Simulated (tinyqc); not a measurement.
Changing the polarisation charge sigma/e: charge control and current of a heterostructure field-effect transistor. Computed by tinyqc, a small Python program. Command: `OMP_NUM_THREADS=1 python tinyqc.py 3010576 3010577 out.jsonl hemt sweep`. One thread of a shared host (Intel(R) Xeon(R) Processor @ 2.30GHz), about 0.01 s of CPU time with the checks.

Two subbands in a triangular well; E_F is counted from the conduction band edge of the channel at the interface.

Inputs (values chosen for the exercise, modelled on AlGaN/GaN): channel mass m = 0.2 m_0; permittivity eps (barrier and channel) = 9.74; barrier thickness d = 20 nm; Schottky barrier phi_B = 1.1 eV; conduction band offset dE_c = 0.55 eV; gate voltage V_G = 0 V; mobility mu = 1400 cm^2/(V s); saturation velocity v_s = 1.1 1e7 cm/s; gate length L = 420 nm; source resistance R_S = 0 ohm mm; temperature T = 300 K; mixing = 0.5; iteration cap = 200.

Charge source: polarisation. Velocity law: smooth.

Constants: e = 1.602176634e-19 C; eps_0 = 8.8541878128e-12 F/m; k_B = 8.617333262e-05 eV/K; hbar = 1.054571817e-34 J s; m_0 = 9.1093837015e-31 kg; k_B = 1.380649e-23 J/K.

Method:
- Threshold V_T = phi_B - dE_c - sigma d/(eps eps_0) (in volts); C_b = eps eps_0/d.
- Charge control: n_s = C_b (V_G - V_T - E_F/e)/e. Well: mean field F = e n_s/(2 eps eps_0), E_i = (hbar^2/2m)^(1/3) [(3 pi e F/2)(i + 3/4)]^(2/3), i = 0, 1; n_s = D k_B T sum_i ln(1 + exp((E_F - E_i)/k_B T)), D = m/(pi hbar^2), which is solved in closed form for E_F.
- Iteration from n_s = C_b (V_G - V_T)/(2e): E_F from n_s, n_out from the charge control, n_new = n_s + mixing (n_out - n_s), kept above n_s/10; stop when |n_out/n_s - 1| < 1e-9.
- C_g = e dn_s/dV_G = 1/(1/C_b + 1/C_q), 1/C_q = d(E_F/e)/d(e n_s) by a central difference of +/- 0.1 % in n_s; added distance dd = eps eps_0/C_q.
- With V = e n_s/C_g and V_c = v_s L/mu: for v = mu F/(1 + mu F/v_s), V_Dsat = V_c (sqrt(1 + 2V/V_c) - 1) and I/W = C_g v_s (V - V_Dsat); g_m = dI/dV; extrinsic g_m/(1 + g_m R_S); f_T = g_m/(2 pi C_g L).

One run for each value; columns: (1) polarisation charge sigma/e (1/cm^2); (2) sheet density n_s (1/cm^2); (3) threshold voltage V_T (V); (4) E_F (meV); (5) saturation current I/W (mA/mm):
```
(1)             (2)     (3)   (4)   (5)
8.00e+12  5.826e+12   -2.42   258   609
1.00e+13  7.661e+12   -3.17   319   854
1.30e+13  1.043e+13   -4.28   405  1239
1.60e+13  1.321e+13   -5.40   487  1638
2.00e+13  1.693e+13   -6.88   591  2185
2.50e+13  2.159e+13   -8.74   715  2887
3.20e+13  2.815e+13  -11.34   882  3892
4.00e+13  3.566e+13  -14.31  1064  5064
```

What does the table show?

Over the rows, sheet density n_s (1/cm^2) rises from 5.83e12 to 3.57e13 (exponent d ln y / d ln x 1.2 between the first rows and 1.1 between the last); threshold voltage V_T (V) falls from -2.42 to -14.3 (exponent d ln y / d ln x 1.2 between the first rows and 1.0 between the last); E_F (meV) rises from 258 to 1060 (exponent d ln y / d ln x 0.96 between the first rows and 0.84 between the last).

Caution (rows 2.00e13, 2.50e13, 3.20e13, 4.00e13): E_F lies above the conduction band minimum of the barrier, so electrons would spill into the barrier.

Extremes, crossings and ranges named in words are read from the listed rows.
